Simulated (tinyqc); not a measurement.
Bulk resistivity and mean free path from two films.

Inverse problem. In the thick-film limit single-crystal films obey rho = rho0 (1 + 3 (1 - ps) lam/(8 d)). Find rho0, lam and the product rho0 lam.

Parameters, values chosen for the exercise: specular share of surface scattering ps = 0.

rho at d = 74 and 300 nm (uohm cm): [2.0308547, 1.7740775]

Solution. rho is a straight line in 1/d: the intercept is rho0 and the slope (3/8)(1 - ps) rho0 lam. Without ps only the product (1 - ps) lam could be found.

rho0 = 1.69 uohm cm
lam = 39.8 nm
rho0 lam = 67.3 uohm cm nm

Computed by the program tinyqc: `OMP_NUM_THREADS=1 python tinyqc.py 2100137 2100138 out.jsonl`, one thread of a shared Intel Xeon 2.30GHz, about 0.01 s for the whole run.
